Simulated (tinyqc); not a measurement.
Inside a calculation. Method: Hueckel theory of the pi electrons with the omega technique, for the molecule [CH2]C([CH2])=C(N)C=O (SMILES; centres numbered as the heavy atoms are written). One step of it, computed by the program tinyqc.

Question. Orbitals, round 2. Diagonalise; E = alpha + x beta with beta < 0, so the largest x are filled first; degenerate levels share their electrons. P = sum n_i c_ri c_si; each orbital has its largest coefficient positive (the first on a tie).

matrix after round 1:
```
          1C         2C        3C         4C        5N        6C         7O
1C  0.629552   1.000000  0.000000   0.000000  0.000000  0.000000   0.000000
2C  1.000000  -0.001044  1.000000   1.000000  0.000000  0.000000   0.000000
3C  0.000000   1.000000  0.629552   0.000000  0.000000  0.000000   0.000000
4C  0.000000   1.000000  0.000000  -0.263381  0.800000  1.000000   0.000000
5N  0.000000   0.000000  0.000000   0.800000  1.576206  0.000000   0.000000
6C  0.000000   0.000000  0.000000   1.000000  0.000000  0.024150   1.000000
7O  0.000000   0.000000  0.000000   0.000000  0.000000  1.000000  -0.095035
```

pi electrons, sum of z_r less the charge = 8

Give: x values; occupations; coefficients; charge and bond-order matrix P.

Answer.

x values: 2.2446  1.6855  1.1415  0.6296  -0.1550  -1.0793  -1.9669

occupations: 2.0000  2.0000  2.0000  2.0000  0.0000  0.0000  0.0000

coefficients:
```
       MO1      MO2      MO3      MO4      MO5      MO6      MO7
1C  0.2884  -0.4156  -0.1478   0.7071   0.3083  -0.2945   0.2012
2C  0.4658  -0.4388  -0.0757   0.0000  -0.2419   0.5033  -0.5224
3C  0.2884  -0.4156  -0.1478  -0.7071   0.3083  -0.2945   0.2012
4C  0.4692   0.0911   0.2091   0.0000  -0.5793   0.0464   0.6245
5N  0.5616   0.6669  -0.3849   0.0000   0.2677  -0.0140  -0.1410
6C  0.2617   0.0828   0.6773   0.0000  -0.0351  -0.5300  -0.4287
7O  0.1119   0.0465   0.5477   0.0000   0.5856   0.5385   0.2290
```

charge and bond-order matrix P:
```
         1C       2C       3C      4C       5N       6C       7O
1C   1.5555   0.6558  -0.4445  0.1332  -0.1165  -0.1181  -0.1360
2C   0.6558   0.8306   0.6558  0.3256  -0.0038   0.0686  -0.0195
3C  -0.4445   0.6558   1.5555  0.1332  -0.1165  -0.1181  -0.1360
4C   0.1332   0.3256   0.1332  0.5444   0.4876   0.5439   0.3425
5N  -0.1165  -0.0038  -0.1165  0.4876   1.8165  -0.1169  -0.2339
6C  -0.1181   0.0686  -0.1181  0.5439  -0.1169   1.0682   0.8082
7O  -0.1360  -0.0195  -0.1360  0.3425  -0.2339   0.8082   0.6294
```
